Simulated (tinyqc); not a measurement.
# Slope factor and drain-induced lowering from three currents

Problem. With source and body at 0 V, I = A exp((Vg + dd Vd)/(nf Vt)) (1 - exp(-Vd/Vt)). Find nf, the swing nf Vt ln 10 and dd.

Values chosen for this exercise:
- T = 300 K (temperature)

Constants: q = 1.602176634e-19 C, kB = 1.380649e-23 J/K, Vt = kB T/q. Results are converted to the units shown.

currents at (Vg, Vd) = (0, 0.05), (0, 1) and (0.08, 1) V (nA/um): 0.0041267895  0.21197749  2.0629160

Solution. The pair at equal Vd gives nf; the pair at equal Vg, after dividing out the factors 1 - exp(-Vd/Vt), gives dd.

nf = 1.36
swing = 81.0 mV/decade
dd = 0.140

tinyqc, about 0.03 s, one thread, Intel Xeon 2.30GHz (shared host): `OMP_NUM_THREADS=1 python tinyqc.py 2242052 2242053 out.jsonl`
